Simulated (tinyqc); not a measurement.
Capacitance measurement on a leaky thin oxide: effects of series resistance and leakage: one step of the calculation.

The device is a capacitance C in parallel with a leakage conductance G, in series with Rs and Ls. An impedance meter reports either a parallel pair (Cp, Gp) from Y = 1/Z = Gp + i w Cp or a series pair (Cs, Rm) from Z = Rm + 1/(i w Cs); w = 2 pi f, dissipation D = Gp/(w |Cp|).

Question. True capacitance and conductance. EOT = 3.9 tox/eox; CET = EOT + zc + zp; C = 3.9 eps0 A/CET; G = Jg A/Vs.

Inputs (values chosen for the exercise); values of the order met in thin-oxide MOS capacitors: relative permittivity of the gate insulator (close to silicon nitride) eox = 7.43; insulator thickness tox = 3.2 nm; gate area A = 400 um^2; oxide-equivalent thickness added by the accumulation layer zc = 0.25 nm; oxide-equivalent thickness added by gate depletion zp = 0.3 nm; gate leakage current density, not matched to the thickness Jg = 0.0022 A/cm^2; voltage for an e-fold rise of the leakage Vs = 0.44 V.

Constants: eps0 = 8.8541878128e-14 F/cm where lengths are in cm. Results are converted to the units shown.

Wanted: EOT; CET; C; G.

Answer.

EOT = 1.6797 nm
CET = 2.2297 nm
C = 6.1949 pF
G = 0.020000 uS

Computed by the program tinyqc: `OMP_NUM_THREADS=1 python tinyqc.py 2022142 2022143 out.jsonl`, one thread of a shared Intel Xeon 2.30GHz, about 0.01 s for the whole run.
